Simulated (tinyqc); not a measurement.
Solid solubility of a dopant against its melt (retrograde solidus), clustering and the electrically active fraction: one step, computed by the program tinyqc.

Question. Active fraction after the anneal. A highly soluble donor (another dopant than that of the solidus) is limited by clustering. Donors N_a are active, and clusters hold m atoms each: N_t = N_a + m C, m C = N* (N_a/N*)^m (n/N*)^m, each atom taking one electron, n = N_a/2 + sqrt(N_a^2/4 + n_i^2), n_i = prefactor x T^1.5 exp(-E_i/(k_B T)), with N*(T) = N*(1273 K) exp[-(E_b/k_B)(1/T - 1/1273)]. Resistivity = 1/(e mu N_a).

Inputs (values chosen for the exercise, of the order of those of gallium in silicon for the solubility):
```
quantity,value,unit
total dopant density N_t,8e+20,1/cm^3
atoms per cluster m,3,-
cluster scale N* at 1273 K,5.8e+20,1/cm^3
activation energy E_b of the cluster scale,0.54,eV
anneal temperature T_a,1325,K
prefactor of n_i,3.98e+16,1/(cm^3 K^1.5)
energy E_i in n_i,0.602,eV
mobility mu,50,cm^2/(V s)
```

Clustering: clusters that take up free electrons.

Constants: k_B = 8.617333262e-05 eV/K; e = 1.602176634e-19 C.

Give: N*(T_a); active density N_a; active fraction; resistivity.

Answer.

N*(T_a) = 7.036e+20 1/cm^3

active density N_a = 5.797e+20 1/cm^3

active fraction = 0.7246

resistivity = 0.2153 milliohm cm

Doubling the dose would raise N_a by only 26 %. Caution: this clustering law is a generic form; degeneracy and a doping-dependent mobility are left out.
